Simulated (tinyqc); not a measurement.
What each parameter does: polytypes by hexagonality, and a cubic inclusion as a quantum well.

Gap: E3 + (E2 - E3) h. Valence top Ev2 h and polarisation P2 h, both counted from 3C; Ec = Ev + gap.

A cubic inclusion of width L = N d in the host (h = 1) is a well of depth V = Ec(host) - Ec(3C). Square well with mass mismatch: k tan(k L/2) = (m_w/m_b) q, k = sqrt(m_w E/c), q = sqrt(m_b (V - E)/c), c = hbar^2/2m0, lowest root. The depth of the level, V - E, is its binding, and the transition to the valence top of the host is gap(host) - (V - E). The step in polarisation gives a field |F| = |P|/(eps eps0) in a thin inclusion, eps0 = 8.8541878e-12 F/m.

Constants: hbar^2/2m0 = 3.80998211 eV angstrom^2.

Inputs chosen for the exercise (of the order of those of GaN; not measured data): E3 = 3.277 eV (gap of the cubic polytype); E2 = 3.501 eV (gap of 2H); Ev2 = 0.057 eV (valence top of 2H above that of 3C); P2 = -0.0164 C/m^2 (spontaneous polarisation of 2H); m = (0.185, 0.214) m0 (electron mass along c in the cubic layer and in the host); d = 2.593 angstrom (thickness of a double layer); eps = 9.4 (dielectric constant); N = 4 (double layers in the cubic inclusion).

Well depth, depth of the level, transition without the field and field.

One parameter was then changed.

Results before and after:

| case | V (eV) | depth (eV) | transition (eV) | \|F\| (MV/cm) |
|---|---|---|---|---|
| base | 0.2810 | 0.0764 | 3.4246 | 1.970 |
| changed | 0.2810 | 0.0764 | 3.4246 | 1.781 |

Which of these changes was made? (a) m = (0.222, 0.214) m0; (b) N = 5; (c) P2 = -0.0213 C/m^2; (d) eps = 10.4; (e) E3 = 3.257 eV; (f) Ev2 = 0.087 eV; (g) E2 = 3.531 eV.

Answer: (d) eps = 10.4. Of the candidates, run in turn, only this one gives the changed row.

All candidates:

| case | V (eV) | depth (eV) | transition (eV) | \|F\| (MV/cm) |
|---|---|---|---|---|
| base | 0.2810 | 0.0764 | 3.4246 | 1.970 |
| N = 5 | 0.2810 | 0.1006 | 3.4004 | 1.970 |
| Ev2 = 0.087 eV | 0.3110 | 0.0904 | 3.4106 | 1.970 |
| E3 = 3.257 eV | 0.3010 | 0.0856 | 3.4154 | 1.970 |
| E2 = 3.531 eV | 0.3110 | 0.0904 | 3.4406 | 1.970 |
| P2 = -0.0213 C/m^2 | 0.2810 | 0.0764 | 3.4246 | 2.559 |
| eps = 10.4 | 0.2810 | 0.0764 | 3.4246 | 1.781 |
| m = (0.222, 0.214) m0 | 0.2810 | 0.0782 | 3.4228 | 1.970 |

Program tinyqc; command `OMP_NUM_THREADS=1 python tinyqc.py 1850197 1850198 out.jsonl`; about 0.06 s on one thread of a shared Intel(R) Xeon(R) Processor @ 2.30GHz.
